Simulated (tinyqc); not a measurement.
The mobility curve: inversion-layer mobility, back-scattering and ballistic limit of a field-effect transistor. Computed by tinyqc, a small Python program. Command: `OMP_NUM_THREADS=1 python tinyqc.py 3028935 3028936 out.jsonl mos walk`. One thread of a shared host (Intel(R) Xeon(R) Processor @ 2.30GHz), about 0.01 s of CPU time with the checks.

The charge at the top of the source barrier is fixed by the gate; series resistance and short-channel effects are left out. F_j are Fermi integrals normalised to exp(eta) in the classical limit.

Inputs (values chosen for the exercise, modelled on a 4H-SiC n-channel):
```
quantity                                       value        unit
weight w of the inversion charge                 0.5           -
permittivity eps                                 9.7           -
phonon mobility at 1 MV/cm and 300 K, mu_ph       91  cm^2/(V s)
roughness mobility at 1 MV/cm, mu_sr              72  cm^2/(V s)
Coulomb mobility at N_inv = 1e12/cm^2, mu_C       29  cm^2/(V s)
electrical oxide thickness t_inv                 1.1          nm
depletion charge N_dep                       1.5e+11      1/cm^2
temperature T                                    200           K
```

Statistics at the top of the barrier: Fermi-Dirac.

Constants: eps_0 = 8.8541878128e-12 F/m; e = 1.602176634e-19 C.

Method. N_inv = 3.9 eps_0 (V_G - V_T)/(e t_inv); effective field E_eff = e (N_dep + w N_inv)/(eps eps_0). mu_phonon = mu_ph (E_eff/1 MV/cm)^(-0.3) (T/300 K)^(-1.75); mu_rough = mu_sr (E_eff/1 MV/cm)^(-2); mu_Coulomb = mu_C (N_inv/1e12 cm^-2) (T/300 K); Matthiessen's rule adds 1/mu.

Mobilities (cm^2/(V s)):
```
V_G - V_T (V)  N_inv (1/cm^2)  E_eff (MV/cm)  phonon   roughness  Coulomb   total
0.03               5.8780e+11         0.0828  390.64  1.0500e+04    11.36  11.031
0.06               1.1756e+12         0.1376  335.41  3.8008e+03    22.73  21.167
0.12               2.3512e+12         0.2473  281.35  1.1774e+03    45.46  37.875
0.20               3.9187e+12         0.3935  244.75  4.6501e+02    75.76  51.452
0.35               6.8577e+12         0.6676  208.85  1.6153e+02   132.58  53.992
0.50               9.7967e+12         0.9418  188.37  8.1181e+01   189.40  43.656
0.75               1.4695e+13         1.3986  167.30  3.6806e+01   284.10  27.273
1.00               1.9593e+13         1.8555  153.70  2.0912e+01   378.81  17.554
1.50               2.9390e+13         2.7693  136.30  9.3883e+00   568.21   8.650
```

What does the comparison show, and why?

The lowest part is Coulomb from 0.0300 to 0.350, roughness from 0.500 to 1.50 V. The total peaks at 54 near E_eff = 0.67 MV/cm: screening lifts it at low density and the field presses it down at high density.

Extremes, crossings and ranges named in words are read from the listed rows.
